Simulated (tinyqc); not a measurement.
Changing the solids volume fraction c0: spin coating of a resist or spin-on film: centrifugal thinning, evaporation and the final thickness (Emslie and Meyerhofer models). Computed by tinyqc, a small Python program. Command: `OMP_NUM_THREADS=1 python tinyqc.py 3112307 3112308 out.jsonl spincoat sweep`. One thread of a shared host (Intel(R) Xeon(R) Processor @ 2.30GHz), about 0.3 s of CPU time with the checks.

A Newtonian film stays uniform over the wafer; solvent and solids have the same density and the concentration is uniform through the thickness.

Inputs (values chosen for the exercise, of the order of those of a polymer resist in an ester solvent):

| quantity | value | unit |
|---|---|---|
| kinematic viscosity of the solvent nu_s | 1.8 | mm^2/s |
| viscosity constant k | 6000 | mm^2/s |
| viscosity exponent gamma | 3 | - |
| spin speed f | 5000 | rpm |
| evaporation rate at 1000 rpm e0 | 0.12 | micrometre/s |
| starting thickness h0 | 500 | micrometre |
| wafer radius R | 100 | mm |
| shrinkage in the bake | 0.52 | % |

Method:
- omega = 2 pi f/60; nu(c) = nu_s + k c^gamma; evaporation rate e = e0 sqrt(f/1000 rpm).
- Flow constant K = 2 omega^2/(3 nu(c0)); Reynolds number of the air omega R^2/nu_air with nu_air = 15 mm^2/s.
- Meyerhofer estimate: flow rules until (1 - c0) K h^3 = e, then evaporation alone: h_w = (e/((1 - c0) K))^(1/3), dry film c0 h_w.
- Full model for solids s and liquid l per area, h = s + l, c = s/h: ds/dt = -c Q, dl/dt = -(1 - c) Q - e, Q = 2 omega^2 h^3/(3 nu(c)); integrated adaptively (relative tolerance 1e-9) until l = 0.
- Dry film = s at l = 0, before the bake; film after the bake = s x (1 - shrinkage).

One run for each value:

| solids volume fraction c0 | dry film (nm) | nu(c0) (mm^2/s) | dry film, estimate (nm) | time to dry (s) |
|---|---|---|---|---|
| 0.010 | 14 | 1.8 | 14 | 6.20 |
| 0.016 | 23 | 1.8 | 22 | 6.21 |
| 0.025 | 37 | 1.9 | 35 | 6.32 |
| 0.040 | 65 | 2.2 | 60 | 6.73 |
| 0.063 | 124 | 3.3 | 109 | 7.89 |
| 0.100 | 276 | 7.8 | 233 | 10.50 |
| 0.160 | 677 | 26.4 | 574 | 15.05 |
| 0.250 | 1633 | 95.5 | 1430 | 21.02 |
| 0.400 | 4173 | 385.8 | 3924 | 27.68 |

What does the table show, and why?

Over the rows, dry film (nm) rises from 13.9 to 4170 (exponent d ln y / d ln x 1.0 between the first rows and 2.0 between the last); nu(c0) (mm^2/s) rises from 1.81 to 386 (exponent d ln y / d ln x 0.022 between the first rows and 3.0 between the last); dry film, estimate (nm) rises from 13.9 to 3920 (exponent d ln y / d ln x 1.0 between the first rows and 2.1 between the last). In the estimate the dry film goes as c0 (nu/(1 - c0))^(1/3), so its exponent rises above 1 once the solids raise the viscosity.

Caution (all rows): above a Reynolds number of about 3e5 the air flow near the rim turns turbulent, and evaporation is no longer uniform.
